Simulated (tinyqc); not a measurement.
Inside a calculation. Method: FCI on RHF in the sto-3g basis, for H4, spin multiplicity 1. One step of it, computed by the program tinyqc.

Task: Iteration 1: diagonalisation and new density. Diagonalise F' = X^T F X, C = X C', fill 2 alpha and 2 beta electrons from the bottom; D = 2 C_occ C_occ^T. Each column has its largest component positive (the first on a tie).

Fock matrix F (hartree), order 1H 1s, 2H 1s, 3H 1s, 4H 1s:
```
[[-0.305453, -0.511297, -0.116554, -0.107036],
 [-0.511297, -0.305453, -0.107036, -0.116554],
 [-0.116554, -0.107036, -0.305453, -0.511297],
 [-0.107036, -0.116554, -0.511297, -0.305453]]
```

X, order 1H 1s, 2H 1s, 3H 1s, 4H 1s:
```
[[1.221236, -0.435080, -0.048540, 0.002957],
 [-0.435080, 1.221236, 0.002957, -0.048540],
 [-0.048540, 0.002957, 1.221236, -0.435080],
 [0.002957, -0.048540, -0.435080, 1.221236]]
```

Give: F' = X^T F X; orbital energies; coefficients C; D after iteration 1.

Result:

F' = X^T F X (hartree):
```
[[0.0382, -0.5287, -0.0707, -0.0094],
 [-0.5287, 0.0382, -0.0094, -0.0707],
 [-0.0707, -0.0094, 0.0382, -0.5287],
 [-0.0094, -0.0707, -0.5287, 0.0382]]
```

orbital energies (hartree): [-0.5706, -0.4103, 0.5056, 0.6281]

coefficients C, order 1H 1s, 2H 1s, 3H 1s, 4H 1s:
```
[[0.3703, 0.4159, 0.8024, 0.8539],
 [0.3703, 0.4159, -0.8024, -0.8539],
 [0.3703, -0.4159, 0.8024, -0.8539],
 [0.3703, -0.4159, -0.8024, 0.8539]]
```

D after iteration 1, order 1H 1s, 2H 1s, 3H 1s, 4H 1s:
```
[[0.6201, 0.6201, -0.0717, -0.0717],
 [0.6201, 0.6201, -0.0717, -0.0717],
 [-0.0717, -0.0717, 0.6201, 0.6201],
 [-0.0717, -0.0717, 0.6201, 0.6201]]
```
